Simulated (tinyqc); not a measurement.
# Biaxially strained (001) channel, valley splitting in an inversion layer, step by step

Computed by the program tinyqc: `OMP_NUM_THREADS=1 python tinyqc.py 2530072 2530073 out.jsonl`, one thread of a shared Intel Xeon 2.30GHz, about 0.01 s for the whole run. Printed values are rounded.

A thin layer grown on a relaxed buffer is stretched in the plane. The two valleys with their long axis along the growth direction (D2) sink against the four in-plane ones (D4); confinement in a triangular well splits them too. Only the lowest subband of each set is kept; one relaxation time, so the weakening of intervalley scattering is left out.

Parameters, values chosen for the exercise; values close to those of silicon on relaxed silicon-germanium: temperature T = 325 K; germanium share of the relaxed buffer x = 0.35; lattice mismatch per unit x b1 = 0.0418; elastic constant c11 = 167 GPa; elastic constant c12 = 65.4 GPa; shear deformation potential Xu = 8.95 eV; longitudinal mass ml = 0.897 m0; transverse mass mt = 0.195 m0; confining field F = 1.18 MV/cm; inversion density Ns = 7.1e12 cm^-2.

Constants: q = 1.602176634e-19 C, kB = 1.380649e-23 J/K, hbar = 1.054571817e-34 J s, m0 = 9.1093837015e-31 kg, Vt = kB T/q, hbar^2/(2 m0) = 0.0380998212 eV nm^2. Results are converted to the units shown.

## Strain, stress and splitting

e_par = b1 x, e_perp = -2 (c12/c11) e_par, splitting D = Xu (e_par - e_perp), in-plane stress (c11 + c12 - 2 c12^2/c11) e_par.

e_par = 1.463 %
e_perp = -1.14587 %
D = 233.494 meV
stress = 2.65061 GPa

## Subband edges and densities of states

Levels E(m) = 2.33811 (hbar^2 q^2 F^2/(2 m))^(1/3): E2 = E(ml), E4 = E(mt) + D; N2 = 2 mt kB T/(pi hbar^2), N4 = 4 sqrt(mt ml) kB T/(pi hbar^2).

E2 = 0.196259 eV
E4 = 0.559893 eV
N2 = 4.56266e12 cm^-2
N4 = 1.95716e13 cm^-2

Of the gap E4 - E2 = 364 meV, confinement gives 130 meV.

## Iteration 1: Fermi level by Newton steps

EF at the start = 0.196 eV

f = N2 ln(1 + exp((EF - E2)/Vt)) + N4 ln(1 + exp((EF - E4)/Vt)) - Ns, f' = [N2/(1 + exp((E2 - EF)/Vt)) + N4/(1 + exp((E4 - EF)/Vt))]/Vt, EF(new) = EF - f/f'.

f = -3.95842e12 cm^-2
f' = 8.10824e13 cm^-2/eV
EF after iteration 1 = 0.244820 eV

## Iteration 2: Fermi level by Newton steps

As before.

f = 1.55350e12 cm^-2
f' = 1.38473e14 cm^-2/eV
EF after iteration 2 = 0.233601 eV

## Course of the iteration: Fermi level by Newton steps

Stop when EF changes by less than 1e-10 eV, or after 40 iterations.

Course of the iteration:
```
iteration   EF (eV)  |change| (eV)
1          0.244820         0.0488
2          0.233601         0.0112
3          0.233204        3.97e-4
4          0.233203        5.91e-7
5          0.233203       1.31e-12
```

Converged in 5 iterations. At the end the number of correct digits about doubles with each step.

## Share of the light valleys and conductivity mass

EF = 0.233203 eV

EF solves Ns = N2 ln(1 + exp((EF - E2)/Vt)) + N4 ln(1 + exp((EF - E4)/Vt)); f2 is the share in D2, and 1/mc = f2/mt + (1 - f2)(1/mt + 1/ml)/2.

f2 = 0.999976
mc = 0.195002 m0

Without strain f2 would be 0.917 and mc 0.202 m0, so repopulation alone gains 3.3 % in mobility.
